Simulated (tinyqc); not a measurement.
k.p theory built from an empirical-pseudopotential calculation at Gamma: one step. The mass from the table. Three cases, with inputs chosen for the exercise.

Question. A is the s-like conduction level at Gamma of a pseudopotential calculation, W its squared momentum coupling to multiplet B, and 1/m = 1 + sum_B W/(E_A - E_B). Add the last column, the sum over the higher multiplets and 1; two levels alone means 1 + W/E of multiplet 2 (whose E_B is 0).

Give: 1/m; m; m from two levels.

Case 1.

Couplings:
```
multiplet B  degeneracy   E_B (eV)     W (eV)  W/(E_A - E_B)
2                     3   0.000000  19.920906      14.509836
7                     3  11.998269   0.202661      -0.019073
10                    3  26.785364   0.453805      -0.017858
16                    3  41.589723   0.016503      -0.000410
23                    3  43.404188   0.005924      -0.000141
25                    3  48.692330   0.007884      -0.000167
```

sum over the higher multiplets = 0
E_A = 1.372924 eV

Answer.

1/m = 15.472
m = 0.0646 m0
m from two levels = 0.0645 m0

Case 2.

Couplings:
```
multiplet B  degeneracy   E_B (eV)     W (eV)  W/(E_A - E_B)
2                     3   0.000000  21.182907       5.418547
7                     3  12.170021   0.023197      -0.002808
11                    3  28.923668   0.475643      -0.019015
20                    3  45.671914   0.136442      -0.003267
22                    3  46.397200   0.040864      -0.000962
25                    3  51.888490   0.023660      -0.000493
```

sum over the higher multiplets = 0
E_A = 3.909334 eV

Answer.

1/m = 6.392
m = 0.1564 m0
m from two levels = 0.1558 m0

Case 3.

Couplings:
```
multiplet B  degeneracy   E_B (eV)     W (eV)  W/(E_A - E_B)
2                     3   0.000000  20.045340      16.837010
7                     3  11.848591   0.199580      -0.018726
10                    3  26.822036   0.444825      -0.017355
16                    3  41.624452   0.011383      -0.000282
23                    3  43.426935   0.005362      -0.000127
25                    3  48.707779   0.007524      -0.000158
```

sum over the higher multiplets = 0
E_A = 1.190552 eV

Answer.

1/m = 17.800
m = 0.0562 m0
m from two levels = 0.0561 m0

Computed by tinyqc, one run a case: `OMP_NUM_THREADS=1 python tinyqc.py N N+1 out.jsonl` with N = 1050194, 1050286, 1050322; one thread of a shared Intel(R) Xeon(R) Processor @ 2.30GHz, about 0.5 s a run at most.
